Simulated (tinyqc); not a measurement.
Inside a calculation. Method: Hubbard chain of 2 sites. One step of it, computed by the program tinyqc.

Problem. Mean-field iteration 2. H(up) = T + U n(down), H(down) = T + U n(up); fill the lowest levels; n(new) = n + mixing (n(out) - n); E = tr T (rho up + rho down) + U sum n_up n_down of the output.

one-body matrix (hopping and site energies) (eV), order 1, 2:
$$\begin{pmatrix}
0.510000 & -1.510000 \\
-1.510000 & 0.990000
\end{pmatrix}$$

U = 7.900000 eV

electrons, up and down: [1, 1]

mixing = 1

n(up) after iteration 1: 1 0.578485, 2 0.421515

n(down) after iteration 1: 1 0.578485, 2 0.421515

Give: levels, up; levels, down; energy; n(up) after iteration 2; n(down) after iteration 2.

Solution.

levels, up (eV): [3.1429, 6.2571]

levels, down (eV): [3.1429, 6.2571]

energy = 2.8738 eV

n(up) after iteration 2: 1 0.3780, 2 0.6220

n(down) after iteration 2: 1 0.3780, 2 0.6220
